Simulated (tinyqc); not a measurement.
Dopant redistribution at a moving silicon-oxide interface during parabolic oxidation. Inputs raised by 5 %, one at a time. Computed by tinyqc, a small Python program. Command: `OMP_NUM_THREADS=1 python tinyqc.py 3025247 3025248 out.jsonl segox sens`. One thread of a shared host (Intel(R) Xeon(R) Processor @ 2.30GHz), about 0.01 s of CPU time with the checks.

Uniformly doped silicon is oxidised with x_ox = sqrt(B t); the interface advances into the silicon by alpha x_ox, alpha = 0.44. The dopant does not move in the oxide, and at the interface C(silicon) = m C(oxide).

Inputs (values chosen for the exercise, modelled on boron in silicon under steam):

| quantity | value | unit |
|---|---|---|
| dopant prefactor D0 | 0.812 | cm^2/s |
| dopant activation energy E | 3.47 | eV |
| oxidation prefactor B0 | 419 | um^2/h |
| oxidation activation energy E_B | 0.779 | eV |
| segregation coefficient m = C(silicon)/C(oxide) | 0.25 | - |
| bulk doping C_B | 6e+17 | 1/cm^3 |
| temperature T | 1150 | C |
| time t | 1.3 | h |

Constants: k_B = 8.617333262e-05 eV/K.

Method:
- D = D0 exp(-E/(k_B T)), converted with 1 cm^2/s = 3.6e11 um^2/h; B = B0 exp(-E_B/(k_B T)); s = alpha sqrt(B/(4 D)), the interface advance over 2 sqrt(D t).
- Temperatures in kelvin are T(C) + 273.15.
- With the dopant diffusivity D and s = alpha x_ox/(2 sqrt(D t)), in the silicon C = C_B + (C_s - C_B) erfc(y/(2 sqrt(D t)))/erfc(s), y from the original surface. Dopant balance at the interface gives C_s/C_B = 1/[1 + (1/(m alpha) - 1) g], g = sqrt(pi) s exp(s^2) erfc(s).
- Consumed silicon held alpha x_ox C_B; the oxide holds x_ox times the dopant concentration in the oxide; the difference is the excess in the silicon; 1 um = 1e-4 cm.

Runs:

| input moved | from | to | ratio C_s/C_B | excess in the silicon (1/cm^2) | s | concentration in the oxide (1/cm^3) |
|---|---|---|---|---|---|---|
| base run | - | - | 0.18747 | -1.8116e+13 | 0.48462 | 4.4992e+17 |
| dopant prefactor D0 (cm^2/s) | 0.812 | 0.8526 | 0.18969 | -1.8637e+13 | 0.47294 | 4.5526e+17 |
| dopant activation energy E (eV) | 3.47 | 3.6435 | 0.14096 | -7.2413e+12 | 0.98311 | 3.3831e+17 |
| oxidation prefactor B0 (um^2/h) | 419 | 439.95 | 0.18529 | -1.8041e+13 | 0.49658 | 4.4469e+17 |
| oxidation activation energy E_B (eV) | 0.779 | 0.81795 | 0.20282 | -1.8519e+13 | 0.41346 | 4.8676e+17 |
| segregation coefficient m = C(silicon)/C(oxide) | 0.25 | 0.2625 | 0.19599 | -1.7926e+13 | 0.48462 | 4.4797e+17 |
| bulk doping C_B (1/cm^3) | 6e+17 | 6.3e+17 | 0.18747 | -1.9022e+13 | 0.48462 | 4.7241e+17 |

Exponents ln(y'/y) / ln(x'/x):

| input | ratio C_s/C_B | excess in the silicon | s | concentration in the oxide |
|---|---|---|---|---|
| dopant prefactor D0 | 0.242 | 0.581 | -0.500 | 0.242 |
| dopant activation energy E | -5.843 | -18.795 | 14.498 | -5.843 |
| oxidation prefactor B0 | -0.240 | -0.085 | 0.500 | -0.240 |
| oxidation activation energy E_B | 1.613 | 0.451 | -3.255 | 1.613 |
| segregation coefficient m = C(silicon)/C(oxide) | 0.911 | -0.216 | 0.000 | -0.089 |
| bulk doping C_B | 0.000 | 1.000 | 0.000 | 1.000 |

Which inputs matter most for each result?

Among the inputs moved here: ratio C_s/C_B answers most in size to dopant activation energy E (exponent -5.843), next to oxidation activation energy E_B (+1.613); its exponent is below 0.0005 for bulk doping C_B. Its exponent 0.000 in bulk doping C_B: the problem is linear in C_B. excess in the silicon answers most in size to dopant activation energy E (exponent -18.795), next to bulk doping C_B (+1.000). s answers most in size to dopant activation energy E (exponent +14.498), next to oxidation activation energy E_B (-3.255); its exponent is below 0.0005 for segregation coefficient m = C(silicon)/C(oxide), bulk doping C_B. Its exponent -0.500 in dopant prefactor D0: s scales as sqrt(B/D). Its exponent +0.500 in oxidation prefactor B0: s scales as sqrt(B/D). Concentration in the oxide answers most in size to dopant activation energy E (exponent -5.843), next to oxidation activation energy E_B (+1.613).

Caution (all rows): parabolic growth needs an oxide much thicker than the Deal-Grove length A, which fails for thin films and low temperatures; oxidation-enhanced or retarded diffusion is ignored.
